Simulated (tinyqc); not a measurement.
# Gain of the pnp from the holding current

Inverse problem. On state with both base-emitter voltages at Von: npn base current Ib = (Von/Rs + bp Von/Rw)/(bn bp - 1), holding current Ih = (bn + 1) Ib + Von/Rs. Find bp.

Inputs (values chosen for the exercise):
```
symbol,value,unit,meaning
bn,21.7,,current gain of the npn
Rs,1400,ohm,substrate resistance shunting the npn
Rw,4800,ohm,well resistance shunting the pnp
Von,0.72,V,base-emitter voltage in the on state
```

Ih = 0.76762980 mA

Answer. Ih gives Ib, and Ib (bn bp - 1) = Von/Rs + bp Von/Rw is linear in bp.

bp = 5.70

tinyqc, about 0.07 s, one thread, Intel Xeon 2.30GHz (shared host): `OMP_NUM_THREADS=1 python tinyqc.py 2670148 2670149 out.jsonl`
